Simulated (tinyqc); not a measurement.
# Inputs raised by 10 %, one at a time

Model: growth of a silicide layer between metal and silicon: linear-parabolic kinetics, ramp anneals and Kissinger analysis. Computed by tinyqc, a small Python program. Command: `OMP_NUM_THREADS=1 python tinyqc.py 3022541 3022542 out.jsonl silicide sens`. One thread of a shared host (Intel(R) Xeon(R) Processor @ 2.30GHz), about 0.3 s of CPU time with the checks.

One compound layer of thickness x grows by diffusion through itself and reaction at an interface, dx/dt = 1/(2x/K + 1/v), until the metal is used up at x = a h.

Inputs (values chosen for the exercise, modelled on TiSi2):

| quantity | value | unit |
|---|---|---|
| metal thickness h | 34 | nm |
| silicide formed per metal thickness a | 2.51 | - |
| prefactor of the parabolic constant K | 4.5e+10 | nm^2/s |
| activation energy E of K | 1.82 | eV |
| prefactor of the interface velocity v | 2.3e+11 | nm/s |
| activation energy E_v | 2 | eV |
| temperature T | 700 | C |
| time t | 220 | s |

Constants: k_B = 8.617333262e-05 eV/K.

Method:
- The silicide ends at the thickness a h.
- K = K0 exp(-E/(k_B T)), v = v0 exp(-E_v/(k_B T)).
- Temperatures in kelvin are T(C) + 273.15.
- x^2/K + x/v = t, so x = (K/(2v)) [sqrt(1 + 4 v^2 t/K) - 1], capped at a h; completion time t_c = (a h)^2/K + a h/v, a h being the final thickness; crossover thickness K/v.

Runs:

| input moved | from | to | completion time (s) | thickness at time t (nm) | crossover thickness (nm) |
|---|---|---|---|---|---|
| base run | - | - | 439.5 | 60.134 | 1.674 |
| metal thickness h (nm) | 34 | 37.4 | 530.9 | 60.134 | 1.674 |
| prefactor of the parabolic constant K (nm^2/s) | 4.5e+10 | 4.95e+10 | 400.3 | 63.027 | 1.841 |
| activation energy E of K (eV) | 1.82 | 2.002 | 3785.1 | 20.502 | 0.191 |
| prefactor of the interface velocity v (nm/s) | 2.3e+11 | 2.53e+11 | 438.8 | 60.209 | 1.522 |
| activation energy E_v (eV) | 2 | 2.2 | 522.9 | 52.552 | 18.174 |
| time t (s) | 220 | 242 | 439.5 | 63.110 | 1.674 |

Exponents ln(y'/y) / ln(x'/x):

| input | completion time | thickness at time t | crossover thickness |
|---|---|---|---|
| metal thickness h | 1.982 | 0.000 | 0.000 |
| prefactor of the parabolic constant K | -0.980 | 0.493 | 1.000 |
| activation energy E of K | 22.591 | -11.290 | -22.771 |
| prefactor of the interface velocity v | -0.018 | 0.013 | -1.000 |
| activation energy E_v | 1.822 | -1.414 | 25.023 |
| time t | 0.000 | 0.507 | 0.000 |

Which inputs matter most for each result?

Among the inputs moved here: completion time answers most in size to activation energy E of K (exponent +22.591), next to metal thickness h (+1.982); its exponent is below 0.0005 for time t. Its exponent +1.982 in metal thickness h: diffusion control. Its exponent -0.980 in prefactor of the parabolic constant K: diffusion control. Thickness at time t answers most in size to activation energy E of K (exponent -11.290), next to activation energy E_v (-1.414); its exponent is below 0.0005 for metal thickness h. Its exponent +0.507 in time t: diffusion control. Crossover thickness answers most in size to activation energy E_v (exponent +25.023), next to activation energy E of K (-22.771); its exponent is below 0.0005 for metal thickness h, time t.

Caution (all rows): a disilicide really forms through metal-rich phases and by nucleation, not as one layer from the metal.

Extremes, crossings and ranges named in words are read from the listed rows.
